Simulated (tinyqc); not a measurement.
Band folding and unfolding in a supercell of a chain: one step. Moments of the spectral function. Three cases, with inputs chosen for the exercise.

Task: For each k_m: mean sum_i W E_i and variance sum_i W E_i^2 less the mean squared. The mean must be E0 plus the average of v, and the variance that of v.

A chain with hopping -t and n = 4 sites a supercell. H(K) has v_j on the diagonal, -t between neighbours and -t exp(2 pi i K) on the bond that closes the cell (from the last site to the first of the next cell). The point K holds the n wave vectors k_m = (K + m)/n of the primitive zone, in 2 pi/a, m = 0 to n - 1, with E0 = -2t cos(2 pi k_m). The unfolding weight of a state c on k_m is |sum_j c_j exp(-2 pi i k_m j)|^2/n, j = 0 to n - 1.

Give: Moments.

Case 1.

levels (eV): -1.727952  -0.945318  1.634206  2.819064

weights:
```
,level 1,level 2,level 3,level 4
m=0,0.75448,0.21837,0.00165,0.02550
m=1,0.00173,0.03305,0.66089,0.30433
m=2,0.00135,0.02392,0.33533,0.63940
m=3,0.24244,0.72466,0.00213,0.03078
```

Result:

Moments:
```
m,mean (eV),variance (eV^2)
0,-1.436,0.594
1,1.904,0.594
2,2.326,0.594
3,-1.014,0.594
```

The average of v is 0.4450 eV and its variance 0.5941 eV^2: the virtual crystal gives the mean, and the variance is the spread of weight over several levels that it leaves out.

Case 2.

levels (eV): -1.338224  -0.187172  0.187172  1.338224

weights:
```
,level 1,level 2,level 3,level 4
m=0,0.99101,0.00573,0.00324,0.00002
m=1,0.00324,0.00002,0.99101,0.00573
m=2,0.00002,0.00324,0.00573,0.99101
m=3,0.00573,0.99101,0.00002,0.00324
```

Result:

Moments:
```
m,mean (eV),variance (eV^2)
0,-1.327,0.015
1,0.189,0.015
2,1.327,0.015
3,-0.189,0.015
```

The average of v is 0.0000 eV and its variance 0.0151 eV^2: the virtual crystal gives the mean, and the variance is the spread of weight over several levels that it leaves out.

Case 3.

levels (eV): -1.159172  -0.239141  0.662438  1.705875

weights:
```
,level 1,level 2,level 3,level 4
m=0,0.94611,0.02709,0.01197,0.01483
m=1,0.00884,0.07044,0.83818,0.08254
m=2,0.00364,0.01296,0.11048,0.87292
m=3,0.04141,0.88951,0.03937,0.02971
```

Result:

Moments:
```
m,mean (eV),variance (eV^2)
0,-1.070,0.176
1,0.669,0.176
2,1.555,0.176
3,-0.184,0.176
```

The average of v is 0.2425 eV and its variance 0.1764 eV^2: the virtual crystal gives the mean, and the variance is the spread of weight over several levels that it leaves out.

Computed by tinyqc, one run a case: `OMP_NUM_THREADS=1 python tinyqc.py N N+1 out.jsonl` with N = 1451212, 1451453, 1451556; one thread of a shared Intel(R) Xeon(R) Processor @ 2.30GHz, about 0.01 s a run at most.
